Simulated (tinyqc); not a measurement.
From results back to parameters: ellipsoidal valleys in the axes of a wafer and a channel. Three cases, with inputs chosen for the exercise.

Problem. A valley whose axis makes az^2 = 0.333333 with the surface normal has 1/mz = az^2/ml + (1 - az^2)/mt and mz md^2 = ml mt^2. Its confinement and density-of-states masses are given, and ml > mt.

Case 1.

mz, md (m0): 0.2572217  0.3584090

Case 2.

mz, md (m0): 0.2549234  0.3502875

Case 3.

mz, md (m0): 0.2836859  0.4066854

Find: ml mt^2; mt; ml.

Solution. Put ml = (mz md^2)/mt^2 into the first relation and solve for mt below (mz md^2)^(1/3), the value at which ml = mt; a scan of that range finds one root.

Case 1.

ml mt^2 = 0.033042
mt = 0.189 m0
ml = 0.925 m0

Case 2.

ml mt^2 = 0.031279
mt = 0.188 m0
ml = 0.885 m0

Case 3.

ml mt^2 = 0.046920
mt = 0.207 m0
ml = 1.095 m0

Computed by tinyqc, one run a case: `OMP_NUM_THREADS=1 python tinyqc.py N N+1 out.jsonl` with N = 1851142, 1851240, 1880027; one thread of a shared Intel(R) Xeon(R) Processor @ 2.30GHz, about 0.01 s a run at most.
